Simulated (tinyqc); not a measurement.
RKS/LDA (VWN5) in the sto-3g basis, for B+, spin multiplicity 1, step by step. One step of it, computed by the program tinyqc.

Problem. Iteration 1: building the Kohn-Sham matrix. J_ij = sum D_kl (ij|kl); F = H + J + V_xc; E = tr D H + tr D J / 2 + E_xc + E_nn.

D at the start:
```
            1B 1s      1B 2s     1B 2px     1B 2py     1B 2pz
1B 1s    0.901357   0.219105  -0.659588  -0.431701   0.463098
1B 2s    0.219105   0.344418  -0.336253   0.572151   0.202816
1B 2px  -0.659588  -0.336253   0.588958  -0.093191  -0.393408
1B 2py  -0.431701   0.572151  -0.093191   1.781343  -0.011935
1B 2pz   0.463098   0.202816  -0.393408  -0.011935   0.265901
```

core Hamiltonian H = T + V (hartree):
```
             1B 1s      1B 2s     1B 2px     1B 2py     1B 2pz
1B 1s   -12.321086  -3.187330   0.000000   0.000000   0.000000
1B 2s    -3.187330  -3.412465   0.000000   0.000000   0.000000
1B 2px    0.000000   0.000000  -2.617559   0.000000   0.000000
1B 2py    0.000000   0.000000   0.000000  -2.617559   0.000000
1B 2pz    0.000000   0.000000   0.000000   0.000000  -2.617559
```

Two-electron integrals (ij|kl) in chemists' order, unique and non-zero (hartree):
```
(11|11) 2.923513   (21|11) 0.518376   (21|21) 0.109262   (22|11) 0.744229
(22|21) 0.193177   (22|22) 0.544804   (31|31) 0.020264   (32|31) 0.029996
(32|32) 0.120346   (33|11) 0.742491   (33|21) 0.193240   (33|22) 0.544682
(33|33) 0.586773   (41|41) 0.020264   (42|41) 0.029996   (42|42) 0.120346
(43|43) 0.031630   (44|11) 0.742491   (44|21) 0.193240   (44|22) 0.544682
(44|33) 0.523513   (44|44) 0.586773   (51|51) 0.020264   (52|51) 0.029996
(52|52) 0.120346   (53|53) 0.031630   (54|54) 0.031630   (55|11) 0.742491
(55|21) 0.193240   (55|22) 0.544682   (55|33) 0.523513   (55|44) 0.523513
(55|55) 0.586773
```

nuclear repulsion = 0 hartree

V_xc (hartree):
```
            1B 1s      1B 2s     1B 2px     1B 2py     1B 2pz
1B 1s   -1.423090  -0.238716   0.024200   0.000558  -0.016296
1B 2s   -0.238716  -0.405635   0.045202  -0.034804  -0.028390
1B 2px   0.024200   0.045202  -0.387940   0.000766   0.024270
1B 2py   0.000558  -0.034804   0.000766  -0.453711   0.003485
1B 2pz  -0.016296  -0.028390   0.024270   0.003485  -0.368947
```

E_xc = sum of w rho eps_xc = -2.14169849 hartree

Give: Coulomb J; Kohn-Sham matrix F; total energy of this density.

Solution.

Coulomb J (hartree):
```
          1B 1s    1B 2s   1B 2px   1B 2py   1B 2pz
1B 1s    5.0760   1.0911  -0.0469   0.0168   0.0309
1B 2s    1.0911   2.3790  -0.1205   0.1118   0.0766
1B 2px  -0.0469  -0.1205   2.3589  -0.0059  -0.0249
1B 2py   0.0168   0.1118  -0.0059   2.4343  -0.0008
1B 2pz   0.0309   0.0766  -0.0249  -0.0008   2.3384
```

Kohn-Sham matrix F (hartree):
```
          1B 1s    1B 2s   1B 2px   1B 2py   1B 2pz
1B 1s   -8.6682  -2.3350  -0.0227   0.0174   0.0146
1B 2s   -2.3350  -1.4391  -0.0753   0.0770   0.0482
1B 2px  -0.0227  -0.0753  -0.6466  -0.0051  -0.0006
1B 2py   0.0174   0.0770  -0.0051  -0.6370   0.0027
1B 2pz   0.0146   0.0482  -0.0006   0.0027  -0.6481
```

total energy of this density = -16.441392 hartree
